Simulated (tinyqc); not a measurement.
Inside a calculation. Method: Hubbard chain of 2 sites. One step of it, computed by the program tinyqc.

Question. The many-body Hamiltonian. Basis: all placements (u, d, 2, 0 on each site), up operators ordered before down ones; hops carry the sign of the same-spin electrons passed.

one-body matrix (hopping and site energies) (eV):
```
           1          2
1   0.000000  -1.810000
2  -1.810000   0.000000
```

U = 6.400000 eV

electrons, up and down: 1  1

Give: H.

Answer.

H (eV), lower triangle:
```
        20      ud      du     02
20   6.400
ud  -1.810   0.000
du  -1.810   0.000   0.000
02   0.000  -1.810  -1.810  6.400
```
